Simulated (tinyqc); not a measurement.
Which current rules in forward bias: trap-assisted generation and recombination current of an abrupt junction. Computed by tinyqc, a small Python program. Command: `OMP_NUM_THREADS=1 python tinyqc.py 3010687 3010688 out.jsonl junctionleak walk`. One thread of a shared host (Intel(R) Xeon(R) Processor @ 2.30GHz), about 0.01 s of CPU time with the checks.

Depletion approximation, flat quasi-Fermi levels across the depleted layer, long neutral regions with minority lifetimes tau_n and tau_p, full ionisation and Boltzmann statistics. Voltages in exponents stand for e V.

Inputs (values chosen for the exercise, with bands and screening modelled on GaSb): gap E_g = 0.732 eV; electron mass m_e = 0.0386 m_0; valleys M_c = 1; hole mass m_h = 0.415 m_0; dielectric constant eps = 16; acceptor density N_A = 9.2e+16 cm^-3; donor density N_D = 2.6e+18 cm^-3; capture time tau_n = 1.4e-05 s; capture time tau_p = 2.6e-09 s; trap level E_t - E_i = -0.057 eV; electron diffusion coefficient D_n = 21 cm^2/s; hole diffusion coefficient D_p = 1.1 cm^2/s; temperature T = 300 K; tunnelling mass m_t = 0.32 m_0.

Field enhancement: Hurkx tunnelling factor.

Constants: k_B = 8.617333262e-05 eV/K; m_0 = 9.1093837015e-31 kg; k_B = 1.380649e-23 J/K; h = 6.62607015e-34 J s; e = 1.602176634e-19 C; eps_0 = 8.8541878128e-12 F/m; hbar = 1.054571817e-34 J s.

Method:
- N_c = 2 M_c (2 pi m_e k_B T/h^2)^(3/2) and N_v = 2 (2 pi m_h k_B T/h^2)^(3/2), masses in units of m_0.
- n_i = sqrt(N_c N_v) exp(-E_g/2 k_B T); V_bi = (k_B T/e) ln(N_A N_D/n_i^2); diffusion saturation current J_d0 = e n_i^2 [sqrt(D_n/tau_n)/N_A + sqrt(D_p/tau_p)/N_D].
- W = sqrt(2 eps eps_0 (V_bi - V)(1/N_A + 1/N_D)/e), x_p = W N_D/(N_A + N_D), x_n = W - x_p, peak field F_m = 2 (V_bi - V)/W; reverse bias means V = -V_r.
- Both capture times are divided by 1 + Gamma, Gamma = 2 sqrt(3 pi) (F/F_G) exp((F/F_G)^2), F_G = sqrt(24 m_t (k_B T)^3)/(e hbar) (the low-field Hurkx form), F being the local field, linear in x from 0 at the edges to F_m.
- Potential from the p edge: phi = (V_bi - V) x^2/(x_p W) on the p side and (V_bi - V)[1 - (W - x)^2/(x_n W)] on the n side; p = N_A exp(-phi/k_B T), n = n_i^2 exp(V/k_B T)/p; U = (n p - n_i^2)/[tau_p (n + n_i exp(dE/k_B T)) + tau_n (p + n_i exp(-dE/k_B T))], dE = E_t - E_i, n1 = n_i exp(dE/k_B T), p1 = n_i exp(-dE/k_B T); J_t = e int U dx by the trapezoid rule on 400 intervals on each side.
- J_d = J_d0 (exp(V/k_B T) - 1). Ideality n = (e/k_B T) dV/d ln J, central difference of 1 mV. The rows stop just below the bias where n = 0.1 p or tau_p n = 0.1 tau_n p at the p edge, or the like at the n edge.

k_B T = 0.0258520 eV

n_i = 8.02637e+11 cm^-3

J_d0 = 2.19062e-09 A/cm^2

Forward characteristic:
```
V (V)  J_t (A/cm^2)  J_d (A/cm^2)  ideality of J_t  ideality of the sum
0.10     3.0381e-07    1.0264e-07           1.0893               1.0592
0.15     1.7095e-06    7.2301e-07           1.1466               1.0977
0.21     1.2164e-05    7.3838e-06           1.2271               1.1300
0.27     7.3313e-05    7.5224e-05           1.3741               1.1552
0.32     2.7577e-04    5.2039e-04           1.5558               1.1412
0.38     1.1092e-03    5.3001e-03           1.7773               1.0819
0.43     3.1482e-03    3.6665e-02           1.9319               1.0397
0.49     9.7348e-03    3.7343e-01           2.2451               1.0143
```

What follows from these numbers?

Diffusion overtakes recombination between 0.21 and 0.27 V, and the ideality of the sum goes from 1.06 to 1.01, with a maximum of 1.16 at 0.27 V. The ideality of J_t alone lies between 1.09 and 2.25. Caution: one side is doped near or above its effective density of states, so Boltzmann statistics understate V_bi.

Extremes, crossings and ranges named in words are read from the listed rows.
